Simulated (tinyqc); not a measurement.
# MOS capacitor on a p-type substrate, surface potential from the exact charge relation: two studies

Uniform p-type substrate, Boltzmann statistics, full ionisation, classical densities. psi is the surface potential against the body (positive when the bands bend down) and u = psi/Vt. Traps are spread evenly over the gap and neutral at flat band, so their charge is -q Dit psi; the minority quasi-Fermi level is shifted by Vb.

Inputs (values chosen for the exercise); band and dielectric values close to those of In0.53Ga0.47As:

| symbol | value | unit | meaning |
|---|---|---|---|
| T | 293 | K | temperature |
| Eg | 0.732 | eV | band gap |
| eps_r | 14.1 |  | relative permittivity |
| Nc | 2e17 | cm^-3 | conduction-band density of states at T |
| Nv | 7.36e18 | cm^-3 | valence-band density of states at T |
| chi | 4.54 | eV | electron affinity |
| N | 3.4e17 | cm^-3 | acceptor density of the substrate |
| eox | 3.9 |  | relative permittivity of the gate insulator (close to silicon dioxide) |
| tox | 9.7 | nm | insulator thickness |
| phiM | 5.14 | eV | gate work function |
| Nf | 4.9e10 | cm^-2 | fixed charge at the interface, in units of q |
| Dit | 0 | cm^-2 eV^-1 | density of interface traps |
| Vb | 0 | V | reverse bias of the inversion layer against the body |

Constants: q = 1.602176634e-19 C, kB = 1.380649e-23 J/K, Vt = kB T/q, eps0 = 8.8541878128e-14 F/cm where lengths are in cm. Results are converted to the units shown.

Each table varies one quantity; the others keep the values above.

## Capacitance-voltage curves

ni = sqrt(Nc Nv) exp(-Eg/(2 Vt)), Eg in volts; phiF = Vt ln(N/ni); Cox = eps0 eox/tox; Vfb = phiM - chi - (Eg - Vt ln(Nv/N)) - q Nf/Cox; Q0 = sqrt(2 eps0 eps_r q N Vt); r = (ni/N)^2 exp(-Vb/Vt); VT = Vfb + [(2 phiF + Vb)(1 + q Dit/Cox) + sqrt(2 eps0 eps_r q N (2 phiF + Vb))/Cox]. u = psi/Vt; F^2 = exp(-u) + u - 1 + r (exp(u) - u - 1); Qs = -sign(u) Q0 F; Cs = -dQs/dpsi = (Q0/Vt) |1 - exp(-u) + r (exp(u) - 1)|/(2 F). psi solves Vg = Vfb + psi + (q Dit psi - Qs)/Cox. Low frequency: 1/C_LF = 1/Cox + 1/(Cs + q Dit). High frequency, in the simple estimate in which traps and minority carriers do not follow: 1/C_HF = 1/Cox + 1/Cd, Cd being Cs with r = 0 at the same psi. Deep depletion: r = 0 and Dit = 0 both in the equation for psi and in Cs. Minority sheet density N_inv = (Q0/(2 q)) int_0^u r (exp(t) - 1)/F(t) dt for u > 0. N_inv under 1 cm^-2 is printed as 0. Regimes: accumulation when majority carriers gather, then depletion up to |psi| = phiF + Vb, weak inversion up to 2 phiF + Vb, strong inversion beyond.

Capacitance-voltage curves:

| Vg (V) | psi (V) | C_LF/Cox | C_HF/Cox | C_deep/Cox | N_inv (cm^-2) | regime |
|---|---|---|---|---|---|---|
| -0.66 | -0.065714 | 0.92833 | 0.92833 | 0.92833 | 0 | accumulation |
| -0.37 | -0.040469 | 0.89374 | 0.89374 | 0.89374 | 0 | accumulation |
| -0.08 | -6.3661e-4 | 0.82298 | 0.82298 | 0.82298 | 0 | accumulation |
| 0.22 | 0.071056 | 0.69121 | 0.69121 | 0.69121 | 7.8154 | depletion |
| 0.51 | 0.17950 | 0.56854 | 0.56854 | 0.56854 | 327.84 | depletion |
| 0.8 | 0.31692 | 0.48957 | 0.48957 | 0.48957 | 52196 | depletion |
| 1.09 | 0.47311 | 0.43642 | 0.43631 | 0.43631 | 2.0082e7 | weak inversion |
| 1.38 | 0.63926 | 0.46497 | 0.39797 | 0.39734 | 1.2215e10 | weak inversion |
| 1.67 | 0.72721 | 0.85859 | 0.38205 | 0.36724 | 3.4218e11 | strong inversion |
| 1.97 | 0.75570 | 0.93310 | 0.37736 | 0.34234 | 9.1543e11 | strong inversion |
| 2.26 | 0.77148 | 0.95495 | 0.37486 | 0.32252 | 1.5114e12 | strong inversion |

C_LF/Cox is lowest, 0.436, at Vg = 1.09 V (weak inversion) among the rows listed and is 0.955 in the last row, where C_HF/Cox is 0.375 and the deep-depletion value 0.323. Vfb = -0.0764 V, where C_HF/Cox = 0.822 (Cox in series with eps0 eps_r/LD), and VT = 1.44 V. Over the last two rows psi moves by only 0.054 V a volt of gate bias, since the inversion charge screens the body. In strong accumulation and inversion degeneracy and confinement, left out here, lower the capacitance.

## Effect of the relative permittivity of the gate insulator on threshold and swing

ni = sqrt(Nc Nv) exp(-Eg/(2 Vt)), Eg in volts; phiF = Vt ln(N/ni); Cox = eps0 eox/tox; Vfb = phiM - chi - (Eg - Vt ln(Nv/N)) - q Nf/Cox; VT = Vfb + [(2 phiF + Vb)(1 + q Dit/Cox) + sqrt(2 eps0 eps_r q N (2 phiF + Vb))/Cox]. gamma = sqrt(2 eps0 eps_r q N)/Cox; Wm = sqrt(2 eps0 eps_r (2 phiF + Vb)/(q N)); m = 1 + (eps0 eps_r/Wm + q Dit)/Cox; swing m Vt ln 10; Cmin/Cox = 1/(1 + Cox Wm/(eps0 eps_r)).

The same in every row: 2 phiF (V) = 0.66776; Wm (nm) = 55.324.

Effect of the relative permittivity of the gate insulator on threshold and swing:

| eox | Vfb (V) | gamma (V^0.5) | VT (V) | m | swing (mV/decade) | Cmin/Cox |
|---|---|---|---|---|---|---|
| 3.9 | -0.076416 | 1.0360 | 1.4379 | 1.6339 | 94.990 | 0.38796 |
| 5 | -0.071565 | 0.80807 | 1.2565 | 1.4944 | 86.882 | 0.33085 |
| 7.5 | -0.065831 | 0.53871 | 1.0421 | 1.3296 | 77.301 | 0.24791 |
| 9 | -0.063920 | 0.44893 | 0.97069 | 1.2747 | 74.107 | 0.21549 |
| 15 | -0.060097 | 0.26936 | 0.82777 | 1.1648 | 67.719 | 0.14149 |
| 22 | -0.058273 | 0.18365 | 0.75956 | 1.1124 | 64.670 | 0.10102 |
| 30 | -0.057230 | 0.13468 | 0.72058 | 1.0824 | 62.928 | 0.076132 |

As eox goes from 3.9 to 30, VT falls from 1.44 to 0.721 V, the swing falls from 95.0 to 62.9 mV/decade and Cmin/Cox falls from 0.388 to 0.0761. Of the change of VT by -0.717 V, 0.0192 V comes from Vfb and -0.737 V from the band bending and the charge it takes. m - 1 goes as eox^(-1.00), that is as 1/Cox.

Numbers from tinyqc (`OMP_NUM_THREADS=1 python tinyqc.py 2060022 2060023 out.jsonl`; about 0.01 s on one thread of a shared Intel Xeon 2.30GHz).
